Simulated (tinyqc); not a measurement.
Planar ballistic transistor, top-of-the-barrier model: two steps of the calculation.

At the top of the source barrier, states moving towards the drain are filled by the source (Fermi level 0) and states moving back by the drain (Fermi level -q Vd); nothing scatters. U is the shift of the band edge there, set by the capacitances CG, CD and CS (the total) and by the charge. Parabolic two-dimensional band; the source is grounded.

Values chosen for this exercise; mass and valleys close to those of gallium arsenide:
```
symbol   value  unit                                                                 meaning
T          300     K                                                             temperature
m       0.0684    m0                                                          effective mass
gv           1                                                             valley degeneracy
eox          9                                   relative permittivity of the gate insulator
tox        3.8    nm                                                     insulator thickness
aG        0.93                                                            gate control CG/CS
E0        0.38    eV  band edge at the barrier top above the source Fermi level at zero bias
Vd         0.6     V                                                           drain voltage
```

Constants: q = 1.602176634e-19 C, kB = 1.380649e-23 J/K, hbar = 1.054571817e-34 J s, m0 = 9.1093837015e-31 kg, Vt = kB T/q, eps0 = 8.8541878128e-14 F/cm where lengths are in cm. Results are converted to the units shown.

Question 1. Self-consistent potential at the barrier top. eta1 = -(E0 + U)/Vt, eta2 = eta1 - Vd/Vt, n = (N0/2)[F_0(eta1) + F_0(eta2)], F_0(x) = ln(1 + exp x). U(out) = UL + q (n - n0)/CS. Newton step: U(new) = U + (U(out) - U)/(1 + CQ/CS), CQ = (q/Vt) dn/d(eta1) with both F' summed; F_0'(x) = 1/(1 + exp(-x)).

U at the start (U = UL) = -0.5988 eV
N0 = 7.3866486e11 cm^-2
CS = 2.2548865 uF/cm^2
n0 = 3.0530106e5 cm^-2
UL = -0.5988 eV

Give: eta1; eta2; n; U(out); CQ; U after iteration 1.

Answer 1.

eta1 = 8.464
eta2 = -14.75
n = 3.126e12 cm^-2
U(out) = -0.3767 eV
CQ = 2.288 uF/cm^2
U after iteration 1 = -0.4886 eV

Question 2. Current, mean velocity and share of the gate voltage. N0 = gv m kB T/(pi hbar^2), CG = eps0 eox/tox, vT = sqrt(2 kB T/(pi m)), CS = CG/aG, n0 = n at U = 0 and Vd = 0. I = q (N0/2) vT [F_(1/2)(eta1) - F_(1/2)(eta2)] per width, F_(1/2)(x) = (2/sqrt(pi)) int_0^infinity u^(1/2)/(1 + exp(u - x)) du. Mean velocity I/(q n). CQ = (q/Vt) dn/d(eta1); the band edge follows the gate as -dU/dVg = aG/(1 + CQ/CS).

converged U = -0.48838493 eV

Give: eta1; n; I; mean velocity; CQ; -dU/dVg.

Answer 2.

eta1 = 4.193
n = 1.554e12 cm^-2
I = 844.6 uA/um
mean velocity = 3.392e7 cm/s
CQ = 2.255 uF/cm^2
-dU/dVg = 0.4650 eV/V

The carriers from the source are degenerate (eta1 = 4.19), and the mean velocity is 1.65 times vT = sqrt(2 kB T/(pi m)) = 2.06e7 cm/s.

tinyqc, about 0.01 s, one thread, Intel Xeon 2.30GHz (shared host): `OMP_NUM_THREADS=1 python tinyqc.py 2400120 2400121 out.jsonl`
